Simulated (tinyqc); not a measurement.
# Worked calculation: MOSFET in the linear regime without short-channel effects, parameter extraction from computed curves

tinyqc, about 0.01 s, one thread, Intel Xeon 2.30GHz (shared host): `OMP_NUM_THREADS=1 python tinyqc.py 2210068 2210069 out.jsonl` Printed values are rounded.

Inversion charge Q = Cox n Vt W0(exp((Vg - VT)/(n Vt))), W0 the Lambert function and n = nf; u = Q/Cox; mobility mu = mu0/(1 + th1 u + th2 u^2); channel resistance Rch = (L - dL)/(W mu Q); Id = Vd/(Rch + Rsd/W). Cox = eps0 eox/tox. Small Vd, no channel-length or drain effects.

Inputs (values chosen for the exercise); channel values of the order met in silicon transistors:
- T = 77 K (temperature)
- eox = 24.4 (relative permittivity of the gate insulator (close to zirconium oxide))
- tox = 10 nm (insulator thickness)
- mu0 = 170 cm^2/(V s) (low-field mobility)
- th1 = 0.16 1/V (first mobility attenuation factor)
- th2 = 0.15 1/V^2 (second mobility attenuation factor)
- VT = 0.43 V (threshold voltage)
- nf = 1.41 (body factor)
- W = 1 um (gate width)
- L = 0.45 um (drawn gate length)
- dL = 0.005 um (drawn less effective length)
- Rsd = 410 ohm um (source plus drain resistance)
- Vd = 0.05 V (drain voltage)

Constants: q = 1.602176634e-19 C, kB = 1.380649e-23 J/K, Vt = kB T/q, eps0 = 8.8541878128e-14 F/cm where lengths are in cm. Results are converted to the units shown.

## Transfer curve

Vg, point 0 to 11 (V): 0.27  0.35  0.43  0.51  0.59  0.67  0.75  0.83  0.91  0.99  1.07  1.15

u, mu, Rch and Id as defined.

```
point         u (V)  mu (cm^2/(V s))    Rch (ohm)      Id (uA)
0      3.498996e-10         170.0000  3.462813e12  1.443913e-8
1       1.808961e-6         170.0000   6.697975e8  7.464938e-5
2       0.005306101         169.8551   2.285427e5    0.2183857
3        0.06226670         168.2262     19664.01     2.490783
4         0.1350250         165.9607     9191.831     5.207340
5         0.2108550         163.3978     5978.489     7.826577
6         0.2879399         160.6036     4454.145     10.27930
7         0.3657032         157.6156     3573.498     12.55178
8         0.4438904         154.4643     3004.123     14.64505
9         0.5223674         151.1771     2608.311     16.56555
10        0.6010546         147.7800     2318.953     18.32205
11        0.6799014         144.2972     2099.509     19.92422
```

## Threshold and mobility at the peak transconductance

gm_i = (Id_(i+1) - Id_(i-1))/(Vg_(i+1) - Vg_(i-1)); at the point j of largest gm the tangent meets the axis at V_ext = Vg_j - Id_j/gm_j; field-effect mobility gm_j L/(W Cox Vd) with the drawn L.

gm, point 1 to 10 (uS): 1.364911  15.56693  31.18096  33.34871  31.69974  29.53254  27.28595  25.08607  22.98123  20.99165
j = 4
V_ext = 0.4338518 V
field-effect mobility = 138.9258 cm^2/(V s)

V_ext is 3.9 mV above the model VT, and the mobility so found is 19 % below mu0 L/(L - dL) = 172 cm^2/(V s), the value for the drawn L; attenuation, series resistance and the slow approach of Q to a straight line all lower the peak gm.

## The Y function

Y_i = Id_i/sqrt(gm_i). For Id = beta Vd x/(1 + th x), x = Vg - VT, Y = sqrt(beta Vd) x whatever th. Slope s from points 7 and 10; VT_Y = Vg - Y/s at point 10; beta = s^2/Vd; mobility beta L/(W Cox) with the drawn L; th* = (beta Vd x/Id - 1)/x at point 10.

Y, point 1 to 10 (uA^0.5 V^0.5): 6.389606e-5  0.05535065  0.4460578  0.9017298  1.390093  1.891529  2.402901  2.923981  3.455567  3.998993
s = 6.650382 uA^0.5 V^-0.5
VT_Y = 0.4686822 V
beta = 884.5516 uA/V^2
mobility from Y = 184.2456 cm^2/(V s)
th* = 0.7508854 1/V

The mobility from Y is 7.2 % above mu0 L/(L - dL) = 172 cm^2/(V s), which it should reach in deep inversion when th2 = 0. th* compares with th1 + mu0 Cox Rsd/(L - dL) = 0.498 1/V, since series resistance enters like th1. The match is poor here: at these overdrives Q is not yet a straight line in Vg and th2 bends Y.
